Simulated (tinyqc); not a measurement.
Size effects in the resistivity of thin metal films and interconnect lines: one step, computed by the program tinyqc.

Electrons lose their drift at surfaces (a share 1 - p of the hits) and at grain boundaries (reflection R), besides bulk scattering. The line sits in a trench with a non-conducting liner on both walls and the bottom; the spacing equals the drawn width.

Problem. Resistance and delay. Total: rho = rho_b [1 + surface excess + grain excess]; resistance per length rho/(w_m h_m); capacitance per length C = 2 k eps_0 (aspect ratio + 1/2), a parallel-plate estimate for two neighbours plus a fixed term for the planes above and below; delay 0.38 R C L^2; effective resistivity per drawn area.

Inputs (values chosen for the exercise, modelled on nickel):
```
quantity                          value         unit
bulk resistivity rho_b             7.04  microohm cm
aspect ratio (height over width)      2            -
line length                         5.4   micrometre
permittivity of the dielectric k    2.5            -
```

Geometry: line.

rho/rho_b from surfaces = 1.706683

rho/rho_b from grains = 2.034470

metal width w_m = 3.7 nm

metal height h_m = 8.6 nm

share of the trench filled by metal = 78.56790 %

Constants: eps_0 = 8.8541878128e-12 F/m.

Give: resistivity rho; resistance per length; capacitance per length; RC delay; effective resistivity per drawn area.

Solution.

resistivity rho = 19.30 microohm cm

resistance per length = 6065 ohm/micrometre

capacitance per length = 0.1107 fF/micrometre

RC delay = 7.438 ps

effective resistivity per drawn area = 24.56 microohm cm

Of the factor 3.49 over bulk, scattering gives 2.74 and the liner 1.27; within scattering, grain boundaries outweigh surfaces (1.03 against 0.71, grains first).
